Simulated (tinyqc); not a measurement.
Inside a calculation (part 2 of 3). Method: UHF in the 6-31g basis, for H4+, spin multiplicity 2. Computed by tinyqc, a small Python program that keeps every step (integrals from PySCF). Command: `OMP_NUM_THREADS=1 python tinyqc.py 21776 21777 out.jsonl` (the two numbers bound the seeds that draw the settings). One thread of a shared host (Intel(R) Xeon(R) Processor @ 2.60GHz), about 0.1 s of CPU time with the checks.

Geometry (angstrom):

| atom | x | y | z |
|---|---|---|---|
| H | 0.0000 | 0.0000 | 0.0000 |
| H | 0.0000 | 0.0000 | 1.6060 |
| H | 0.0000 | 0.0000 | 2.7120 |
| H | 0.0000 | 0.0000 | 4.3170 |

## Iteration 1: building the Fock matrix

D(alpha) at the start:
```
         1H 1s    1H 2s    2H 1s    2H 2s    3H 1s    3H 2s    4H 1s    4H 2s
1H 1s   0.0351   0.0218   0.0695   0.1311  -0.0378  -0.1084  -0.0316  -0.0223
1H 2s   0.0218   0.0146   0.0331   0.0774  -0.0378  -0.0807  -0.0223  -0.0145
2H 1s   0.0695   0.0331   0.2266   0.2929   0.0539  -0.0924  -0.0379  -0.0379
2H 2s   0.1311   0.0774   0.2929   0.5017  -0.0924  -0.3583  -0.1087  -0.0810
3H 1s  -0.0378  -0.0378   0.0539  -0.0924   0.2265   0.2928   0.0696   0.0331
3H 2s  -0.1084  -0.0807  -0.0924  -0.3583   0.2928   0.5016   0.1313   0.0776
4H 1s  -0.0316  -0.0223  -0.0379  -0.1087   0.0696   0.1313   0.0353   0.0219
4H 2s  -0.0223  -0.0145  -0.0379  -0.0810   0.0331   0.0776   0.0219   0.0147
```

D(beta) at the start:
```
         1H 1s    1H 2s    2H 1s    2H 2s    3H 1s    3H 2s    4H 1s    4H 2s
1H 1s   0.0018  -0.0003   0.0158   0.0113   0.0158   0.0113   0.0018  -0.0003
1H 2s  -0.0003   0.0000  -0.0024  -0.0017  -0.0024  -0.0017  -0.0003   0.0000
2H 1s   0.0158  -0.0024   0.1402   0.1002   0.1403   0.1003   0.0159  -0.0024
2H 2s   0.0113  -0.0017   0.1002   0.0716   0.1002   0.0717   0.0113  -0.0017
3H 1s   0.0158  -0.0024   0.1403   0.1002   0.1403   0.1004   0.0159  -0.0024
3H 2s   0.0113  -0.0017   0.1003   0.0717   0.1004   0.0718   0.0114  -0.0017
4H 1s   0.0018  -0.0003   0.0159   0.0113   0.0159   0.0114   0.0018  -0.0003
4H 2s  -0.0003   0.0000  -0.0024  -0.0017  -0.0024  -0.0017  -0.0003   0.0000
```

core Hamiltonian H = T + V (hartree):
```
         1H 1s    1H 2s    2H 1s    2H 2s    3H 1s    3H 2s    4H 1s    4H 2s
1H 1s  -0.9048  -0.9086  -0.1050  -0.3338  -0.0010  -0.0471   0.0000  -0.0004
1H 2s  -0.9086  -1.0413  -0.3733  -0.6323  -0.0552  -0.1989  -0.0004  -0.0105
2H 1s  -0.1050  -0.3733  -1.2604  -1.1406  -0.4593  -0.7063  -0.0010  -0.0553
2H 2s  -0.3338  -0.6323  -1.1406  -1.3526  -0.7064  -1.0199  -0.0472  -0.1992
3H 1s  -0.0010  -0.0552  -0.4593  -0.7064  -1.2606  -1.1407  -0.1054  -0.3739
3H 2s  -0.0471  -0.1989  -0.7063  -1.0199  -1.1407  -1.3527  -0.3343  -0.6329
4H 1s   0.0000  -0.0004  -0.0010  -0.0472  -0.1054  -0.3343  -0.9050  -0.9088
4H 2s  -0.0004  -0.0105  -0.0553  -0.1992  -0.3739  -0.6329  -0.9088  -1.0415
```

nuclear repulsion = 1.650566 hartree

Given earlier and not repeated: Two-electron integrals (ij|kl) in chemists' order.

J_ij = sum D_kl (ij|kl) with D = D(alpha) + D(beta), K_ij = sum D_kl (ik|jl) for each spin; F = H + J - K(s); E = tr D H + tr D J / 2 - 0.5 sum_s tr D(s) K(s) + E_nn.

Coulomb J (hartree):
```
        1H 1s   1H 2s   2H 1s   2H 2s   3H 1s   3H 2s   4H 1s   4H 2s
1H 1s  0.8609  0.5529  0.0463  0.1885  0.0002  0.0224  0.0000  0.0001
1H 2s  0.5529  0.7907  0.2969  0.5093  0.0364  0.1514  0.0001  0.0065
2H 1s  0.0463  0.2969  1.8192  1.0856  0.3548  0.6309  0.0002  0.0365
2H 2s  0.1885  0.5093  1.0856  1.3228  0.6310  0.9737  0.0225  0.1517
3H 1s  0.0002  0.0364  0.3548  0.6310  1.8195  1.0858  0.0465  0.2974
3H 2s  0.0224  0.1514  0.6309  0.9737  1.0858  1.3230  0.1890  0.5100
4H 1s  0.0000  0.0001  0.0002  0.0225  0.0465  0.1890  0.8618  0.5535
4H 2s  0.0001  0.0065  0.0365  0.1517  0.2974  0.5100  0.5535  0.7914
```

exchange K(alpha) (hartree):
```
         1H 1s    1H 2s    2H 1s   2H 2s    3H 1s   3H 2s    4H 1s    4H 2s
1H 1s   0.1394   0.1349   0.1008  0.1091  -0.0143  0.0137  -0.0177  -0.0231
1H 2s   0.1349   0.1696   0.2149  0.2037   0.0150  0.0644  -0.0232  -0.0249
2H 1s   0.1008   0.2149   0.6711  0.5223   0.2186  0.3169  -0.0144   0.0150
2H 2s   0.1091   0.2037   0.5223  0.4908   0.3169  0.3708   0.0137   0.0645
3H 1s  -0.0143   0.0150   0.2186  0.3169   0.6710  0.5223   0.1010   0.2152
3H 2s   0.0137   0.0644   0.3169  0.3708   0.5223  0.4908   0.1094   0.2040
4H 1s  -0.0177  -0.0232  -0.0144  0.0137   0.1010  0.1094   0.1400   0.1354
4H 2s  -0.0231  -0.0249   0.0150  0.0645   0.2152  0.2040   0.1354   0.1701
```

exchange K(beta) (hartree):
```
        1H 1s   1H 2s   2H 1s   2H 2s   3H 1s   3H 2s   4H 1s   4H 2s
1H 1s  0.0097  0.0148  0.0308  0.0317  0.0182  0.0237  0.0017  0.0052
1H 2s  0.0148  0.0340  0.1036  0.0980  0.0637  0.0786  0.0052  0.0165
2H 1s  0.0308  0.1036  0.4615  0.3837  0.2810  0.3237  0.0183  0.0638
2H 2s  0.0317  0.0980  0.3837  0.3706  0.3237  0.3454  0.0238  0.0787
3H 1s  0.0182  0.0637  0.2810  0.3237  0.4619  0.3839  0.0309  0.1039
3H 2s  0.0237  0.0786  0.3237  0.3454  0.3839  0.3707  0.0319  0.0982
4H 1s  0.0017  0.0052  0.0183  0.0238  0.0309  0.0319  0.0098  0.0148
4H 2s  0.0052  0.0165  0.0638  0.0787  0.1039  0.0982  0.0148  0.0341
```

F(alpha) (hartree):
```
         1H 1s    1H 2s    2H 1s    2H 2s    3H 1s    3H 2s    4H 1s    4H 2s
1H 1s  -0.1832  -0.4906  -0.1595  -0.2543   0.0136  -0.0383   0.0177   0.0229
1H 2s  -0.4906  -0.4201  -0.2913  -0.3267  -0.0338  -0.1119   0.0229   0.0208
2H 1s  -0.1595  -0.2913  -0.1124  -0.5773  -0.3232  -0.3924   0.0137  -0.0338
2H 2s  -0.2543  -0.3267  -0.5773  -0.5206  -0.3923  -0.4170  -0.0384  -0.1121
3H 1s   0.0136  -0.0338  -0.3232  -0.3923  -0.1122  -0.5773  -0.1599  -0.2916
3H 2s  -0.0383  -0.1119  -0.3924  -0.4170  -0.5773  -0.5206  -0.2547  -0.3270
4H 1s   0.0177   0.0229   0.0137  -0.0384  -0.1599  -0.2547  -0.1832  -0.4907
4H 2s   0.0229   0.0208  -0.0338  -0.1121  -0.2916  -0.3270  -0.4907  -0.4202
```

F(beta) (hartree):
```
         1H 1s    1H 2s    2H 1s    2H 2s    3H 1s    3H 2s    4H 1s    4H 2s
1H 1s  -0.0536  -0.3704  -0.0895  -0.1770  -0.0190  -0.0484  -0.0017  -0.0054
1H 2s  -0.3704  -0.2845  -0.1801  -0.2209  -0.0825  -0.1261  -0.0054  -0.0206
2H 1s  -0.0895  -0.1801   0.0972  -0.4387  -0.3855  -0.3991  -0.0190  -0.0827
2H 2s  -0.1770  -0.2209  -0.4387  -0.4004  -0.3992  -0.3916  -0.0485  -0.1263
3H 1s  -0.0190  -0.0825  -0.3855  -0.3992   0.0970  -0.4389  -0.0898  -0.1803
3H 2s  -0.0484  -0.1261  -0.3991  -0.3916  -0.4389  -0.4005  -0.1772  -0.2211
4H 1s  -0.0017  -0.0054  -0.0190  -0.0485  -0.0898  -0.1772  -0.0530  -0.3702
4H 2s  -0.0054  -0.0206  -0.0827  -0.1263  -0.1803  -0.2211  -0.3702  -0.2843
```

total energy of this density = -1.423811 hartree

## Iteration 1: diagonalisation and new density

X:
```
             1        2        3        4        5        6        7       8
1H 1s  -0.2654  -0.6544   0.8100   0.5549   0.2864   0.4115   0.3333  0.0997
1H 2s   0.9124   0.9364  -0.7577  -0.3778   0.0409   0.3250   0.3615  0.1625
2H 1s   0.6534   0.5293   0.4000   0.7322  -0.6630  -0.2385   0.1185  0.2171
2H 2s  -2.1735  -0.6601  -0.2964  -0.4998  -0.2171  -0.1380   0.1467  0.3060
3H 1s  -0.6537   0.5286  -0.4006   0.7320   0.6633  -0.2381  -0.1183  0.2172
3H 2s   2.1744  -0.6594   0.2968  -0.4996   0.2171  -0.1377  -0.1466  0.3060
4H 1s   0.2653  -0.6546  -0.8098   0.5547  -0.2868   0.4115  -0.3331  0.0999
4H 2s  -0.9132   0.9367   0.7575  -0.3776  -0.0411   0.3250  -0.3612  0.1628
```

Diagonalise F' = X^T F X, C = X C', fill 2 alpha and 1 beta electrons from the bottom; D(s) = C_occ C_occ^T. Each column has its largest component positive (the first on a tie).

F' = X^T F X (alpha) (hartree):
```
         1        2        3        4        5        6        7        8
1   0.6982   0.0001   0.1569  -0.0001  -0.4812  -0.0001   0.0571   0.0000
2   0.0001   0.7346   0.0001   0.1321   0.0000  -0.2079   0.0000  -0.0091
3   0.1569   0.0001   0.7301  -0.0002  -0.1165   0.0000   0.0893   0.0001
4  -0.0001   0.1321  -0.0002   0.7762  -0.0001  -0.0138   0.0001  -0.0722
5  -0.4812   0.0000  -0.1165  -0.0001   0.2318  -0.0002   0.0771   0.0000
6  -0.0001  -0.2079   0.0000  -0.0138  -0.0002  -0.3000   0.0001   0.0017
7   0.0571   0.0000   0.0893   0.0001   0.0771   0.0001  -0.5778   0.0000
8   0.0000  -0.0091   0.0001  -0.0722   0.0000   0.0017   0.0000  -0.7110
```

orbital energies (alpha) (hartree): MO1 -0.7145, MO2 -0.6014, MO3 -0.3403, MO4 -0.0523, MO5 0.6328, MO6 0.6446, MO7 0.9100, MO8 1.1033

coefficients C (alpha):
```
          MO1      MO2      MO3      MO4      MO5      MO6      MO7      MO8
1H 1s  0.1245   0.2519   0.2735   0.1597  -0.9216   0.8894  -0.1109   0.0550
1H 2s  0.1451   0.3166   0.5026   0.5748   1.0151  -0.8643   0.3289   0.3176
2H 1s  0.2534   0.1307  -0.1401  -0.1914   0.0612   0.1020   0.9092   0.9911
2H 2s  0.2806   0.3970  -0.2563  -1.2879  -0.5731   0.0743  -0.8049  -1.6542
3H 1s  0.2535  -0.1304  -0.1398   0.1917  -0.0637   0.1000   0.9081  -0.9923
3H 2s  0.2808  -0.3966  -0.2551   1.2887   0.5710   0.0898  -0.8035   1.6554
4H 1s  0.1248  -0.2520   0.2730  -0.1599   0.8975   0.9137  -0.1112  -0.0553
4H 2s  0.1453  -0.3166   0.5018  -0.5762  -0.9918  -0.8911   0.3290  -0.3178
```

F' = X^T F X (beta) (hartree):
```
         1        2        3        4        5        6        7        8
1   0.7332   0.0001   0.1638  -0.0001  -0.4630   0.0000   0.0028   0.0000
2   0.0001   0.7563   0.0002   0.1408   0.0000  -0.2323   0.0001   0.0092
3   0.1638   0.0002   0.7622  -0.0002  -0.1428  -0.0001   0.1251   0.0000
4  -0.0001   0.1408  -0.0002   0.8176  -0.0001  -0.0131   0.0000  -0.0300
5  -0.4630   0.0000  -0.1428  -0.0001   0.4740   0.0000  -0.0749  -0.0001
6   0.0000  -0.2323  -0.0001  -0.0131   0.0000  -0.2196  -0.0003   0.0226
7   0.0028   0.0001   0.1251   0.0000  -0.0749  -0.0003  -0.3188  -0.0001
8   0.0000   0.0092   0.0000  -0.0300  -0.0001   0.0226  -0.0001  -0.5831
```

orbital energies (beta) (hartree): MO1 -0.5857, MO2 -0.3402, MO3 -0.2705, MO4 0.1288, MO5 0.6620, MO6 0.6735, MO7 0.9538, MO8 1.2000

coefficients C (beta):
```
          MO1      MO2      MO3      MO4      MO5      MO6      MO7      MO8
1H 1s  0.0959   0.2577   0.2539   0.0696  -0.9375   0.8929  -0.1061   0.0512
1H 2s  0.1085   0.4981   0.5396   0.4976   0.9959  -0.8449   0.3167   0.2936
2H 1s  0.2392   0.0423  -0.1086  -0.1315   0.0563   0.0952   0.9177   1.0091
2H 2s  0.3184   0.0236  -0.2489  -1.4979  -0.5449   0.0741  -0.7918  -1.5303
3H 1s  0.2393  -0.0430  -0.1083   0.1316  -0.0598   0.0927   0.9173  -1.0095
3H 2s  0.3186  -0.0251  -0.2485   1.4982   0.5416   0.0951  -0.7921   1.5308
4H 1s  0.0960  -0.2557   0.2555  -0.0695   0.9019   0.9289  -0.1063  -0.0515
4H 2s  0.1084  -0.4945   0.5432  -0.4986  -0.9621  -0.8830   0.3171  -0.2936
```

D(alpha) after iteration 1:
```
         1H 1s    1H 2s    2H 1s    2H 2s    3H 1s    3H 2s    4H 1s    4H 2s
1H 1s   0.0790   0.0978   0.0645   0.1350  -0.0013  -0.0649  -0.0479  -0.0617
1H 2s   0.0978   0.1213   0.0782   0.1664  -0.0045  -0.0848  -0.0617  -0.0792
2H 1s   0.0645   0.0782   0.0813   0.1230   0.0472   0.0193  -0.0013  -0.0046
2H 2s   0.1350   0.1664   0.1230   0.2364   0.0194  -0.0787  -0.0650  -0.0849
3H 1s  -0.0013  -0.0045   0.0472   0.0194   0.0813   0.1229   0.0645   0.0781
3H 2s  -0.0649  -0.0848   0.0193  -0.0787   0.1229   0.2361   0.1350   0.1664
4H 1s  -0.0479  -0.0617  -0.0013  -0.0650   0.0645   0.1350   0.0791   0.0979
4H 2s  -0.0617  -0.0792  -0.0046  -0.0849   0.0781   0.1664   0.0979   0.1214
```

D(beta) after iteration 1:
```
        1H 1s   1H 2s   2H 1s   2H 2s   3H 1s   3H 2s   4H 1s   4H 2s
1H 1s  0.0092  0.0104  0.0229  0.0305  0.0230  0.0306  0.0092  0.0104
1H 2s  0.0104  0.0118  0.0259  0.0345  0.0260  0.0346  0.0104  0.0118
2H 1s  0.0229  0.0259  0.0572  0.0761  0.0572  0.0762  0.0230  0.0259
2H 2s  0.0305  0.0345  0.0761  0.1014  0.0762  0.1014  0.0306  0.0345
3H 1s  0.0230  0.0260  0.0572  0.0762  0.0573  0.0762  0.0230  0.0259
3H 2s  0.0306  0.0346  0.0762  0.1014  0.0762  0.1015  0.0306  0.0345
4H 1s  0.0092  0.0104  0.0230  0.0306  0.0230  0.0306  0.0092  0.0104
4H 2s  0.0104  0.0118  0.0259  0.0345  0.0259  0.0345  0.0104  0.0118
```

## Iteration 2: building the Fock matrix

As before.

Coulomb J (hartree):
```
        1H 1s   1H 2s   2H 1s   2H 2s   3H 1s   3H 2s   4H 1s   4H 2s
1H 1s  0.9851  0.6142  0.0437  0.1992  0.0002  0.0226  0.0000  0.0001
1H 2s  0.6142  0.8296  0.2547  0.4820  0.0298  0.1345  0.0001  0.0055
2H 1s  0.0437  0.2547  1.4727  0.9015  0.2858  0.5184  0.0002  0.0299
2H 2s  0.1992  0.4820  0.9015  1.1530  0.5184  0.8344  0.0227  0.1347
3H 1s  0.0002  0.0298  0.2858  0.5184  1.4728  0.9016  0.0439  0.2551
3H 2s  0.0226  0.1345  0.5184  0.8344  0.9016  1.1531  0.1996  0.4826
4H 1s  0.0000  0.0001  0.0002  0.0227  0.0439  0.1996  0.9858  0.6146
4H 2s  0.0001  0.0055  0.0299  0.1347  0.2551  0.4826  0.6146  0.8300
```

exchange K(alpha) (hartree):
```
         1H 1s    1H 2s   2H 1s   2H 2s   3H 1s   3H 2s    4H 1s    4H 2s
1H 1s   0.3221   0.2834  0.1228  0.1785  0.0111  0.0437  -0.0249  -0.0253
1H 2s   0.2834   0.2988  0.1961  0.2468  0.0411  0.0891  -0.0254  -0.0206
2H 1s   0.1228   0.1961  0.4079  0.3745  0.1804  0.2513   0.0111   0.0411
2H 2s   0.1785   0.2468  0.3745  0.4171  0.2513  0.3200   0.0437   0.0892
3H 1s   0.0111   0.0411  0.1804  0.2513  0.4077  0.3744   0.1229   0.1962
3H 2s   0.0437   0.0891  0.2513  0.3200  0.3744  0.4171   0.1788   0.2470
4H 1s  -0.0249  -0.0254  0.0111  0.0437  0.1229  0.1788   0.3225   0.2837
4H 2s  -0.0253  -0.0206  0.0411  0.0892  0.1962  0.2470   0.2837   0.2991
```

exchange K(beta) (hartree):
```
        1H 1s   1H 2s   2H 1s   2H 2s   3H 1s   3H 2s   4H 1s   4H 2s
1H 1s  0.0500  0.0542  0.0549  0.0700  0.0334  0.0494  0.0079  0.0154
1H 2s  0.0542  0.0770  0.1168  0.1347  0.0732  0.1034  0.0154  0.0311
2H 1s  0.0549  0.1168  0.3431  0.3236  0.2128  0.2718  0.0334  0.0733
2H 2s  0.0700  0.1347  0.3236  0.3587  0.2719  0.3300  0.0495  0.1035
3H 1s  0.0334  0.0732  0.2128  0.2719  0.3433  0.3238  0.0550  0.1170
3H 2s  0.0494  0.1034  0.2718  0.3300  0.3238  0.3588  0.0701  0.1349
4H 1s  0.0079  0.0154  0.0334  0.0495  0.0550  0.0701  0.0500  0.0543
4H 2s  0.0154  0.0311  0.0733  0.1035  0.1170  0.1349  0.0543  0.0772
```

F(alpha) (hartree):
```
         1H 1s    1H 2s    2H 1s    2H 2s    3H 1s    3H 2s    4H 1s    4H 2s
1H 1s  -0.2417  -0.5777  -0.1841  -0.3131  -0.0119  -0.0681   0.0249   0.0251
1H 2s  -0.5777  -0.5105  -0.3147  -0.3971  -0.0665  -0.1535   0.0251   0.0156
2H 1s  -0.1841  -0.3147  -0.1956  -0.6136  -0.3540  -0.4393  -0.0119  -0.0666
2H 2s  -0.3131  -0.3971  -0.6136  -0.6167  -0.4393  -0.5055  -0.0682  -0.1537
3H 1s  -0.0119  -0.0665  -0.3540  -0.4393  -0.1955  -0.6136  -0.1844  -0.3150
3H 2s  -0.0681  -0.1535  -0.4393  -0.5055  -0.6136  -0.6168  -0.3134  -0.3974
4H 1s   0.0249   0.0251  -0.0119  -0.0682  -0.1844  -0.3134  -0.2418  -0.5779
4H 2s   0.0251   0.0156  -0.0666  -0.1537  -0.3150  -0.3974  -0.5779  -0.5107
```

F(beta) (hartree):
```
         1H 1s    1H 2s    2H 1s    2H 2s    3H 1s    3H 2s    4H 1s    4H 2s
1H 1s   0.0304  -0.3486  -0.1162  -0.2046  -0.0341  -0.0738  -0.0079  -0.0157
1H 2s  -0.3486  -0.2887  -0.2354  -0.2850  -0.0986  -0.1678  -0.0157  -0.0362
2H 1s  -0.1162  -0.2354  -0.1308  -0.5628  -0.3863  -0.4598  -0.0342  -0.0987
2H 2s  -0.2046  -0.2850  -0.5628  -0.5583  -0.4598  -0.5155  -0.0740  -0.1680
3H 1s  -0.0341  -0.0986  -0.3863  -0.4598  -0.1310  -0.5630  -0.1164  -0.2357
3H 2s  -0.0738  -0.1678  -0.4598  -0.5155  -0.5630  -0.5584  -0.2048  -0.2852
4H 1s  -0.0079  -0.0157  -0.0342  -0.0740  -0.1164  -0.2048   0.0307  -0.3485
4H 2s  -0.0157  -0.0362  -0.0987  -0.1680  -0.2357  -0.2852  -0.3485  -0.2887
```

total energy of this density = -1.634457 hartree

## Iteration 2: DIIS over 2 matrices

error matrix X^T (FDS - SDF) X (alpha):
```
         1        2        3        4        5       6        7        8
1   0.0000   0.0000   0.0010   0.0000  -0.0028  0.0000  -0.0077   0.0000
2   0.0000   0.0000   0.0000   0.0002   0.0000  0.0000   0.0000   0.0042
3  -0.0010   0.0000   0.0000   0.0000  -0.0037  0.0000   0.0046   0.0000
4   0.0000  -0.0002   0.0000   0.0000   0.0000  0.0016   0.0000  -0.0009
5   0.0028   0.0000   0.0037   0.0000   0.0000  0.0000  -0.0426   0.0000
6   0.0000   0.0000   0.0000  -0.0016   0.0000  0.0000  -0.0001  -0.0327
7   0.0077   0.0000  -0.0046   0.0000   0.0426  0.0001   0.0000   0.0000
8   0.0000  -0.0042   0.0000   0.0009   0.0000  0.0327   0.0000   0.0000
```

B (overlaps of the stored error matrices):
```
               1              2
1  2.8499689e-01  1.6088574e-02
2  1.6088574e-02  9.6644069e-03
```

Minimise |sum c_i e_i|^2 with sum c_i = 1: solve [B -1; -1 0][c; lambda] = [0; -1] with B_ij = tr e_i^T e_j summed over both spins, and take F = sum c_i F_i.

DIIS coefficients: -0.0245  1.0245

extrapolated F(alpha) (hartree):
```
         1H 1s    1H 2s    2H 1s    2H 2s    3H 1s    3H 2s    4H 1s    4H 2s
1H 1s  -0.2431  -0.5799  -0.1847  -0.3146  -0.0125  -0.0689   0.0251   0.0251
1H 2s  -0.5799  -0.5127  -0.3153  -0.3988  -0.0673  -0.1545   0.0251   0.0155
2H 1s  -0.1847  -0.3153  -0.1977  -0.6145  -0.3547  -0.4404  -0.0125  -0.0674
2H 2s  -0.3146  -0.3988  -0.6145  -0.6191  -0.4404  -0.5076  -0.0690  -0.1547
3H 1s  -0.0125  -0.0673  -0.3547  -0.4404  -0.1975  -0.6145  -0.1850  -0.3156
3H 2s  -0.0689  -0.1545  -0.4404  -0.5076  -0.6145  -0.6191  -0.3149  -0.3991
4H 1s   0.0251   0.0251  -0.0125  -0.0690  -0.1850  -0.3149  -0.2432  -0.5800
4H 2s   0.0251   0.0155  -0.0674  -0.1547  -0.3156  -0.3991  -0.5800  -0.5129
```

extrapolated F(beta) (hartree):
```
         1H 1s    1H 2s    2H 1s    2H 2s    3H 1s    3H 2s    4H 1s    4H 2s
1H 1s   0.0325  -0.3480  -0.1168  -0.2053  -0.0345  -0.0745  -0.0080  -0.0159
1H 2s  -0.3480  -0.2888  -0.2368  -0.2865  -0.0990  -0.1688  -0.0159  -0.0365
2H 1s  -0.1168  -0.2368  -0.1364  -0.5658  -0.3864  -0.4613  -0.0346  -0.0991
2H 2s  -0.2053  -0.2865  -0.5658  -0.5622  -0.4613  -0.5185  -0.0746  -0.1690
3H 1s  -0.0345  -0.0990  -0.3864  -0.4613  -0.1366  -0.5660  -0.1171  -0.2371
3H 2s  -0.0745  -0.1688  -0.4613  -0.5185  -0.5660  -0.5623  -0.2055  -0.2868
4H 1s  -0.0080  -0.0159  -0.0346  -0.0746  -0.1171  -0.2055   0.0328  -0.3480
4H 2s  -0.0159  -0.0365  -0.0991  -0.1690  -0.2371  -0.2868  -0.3480  -0.2888
```
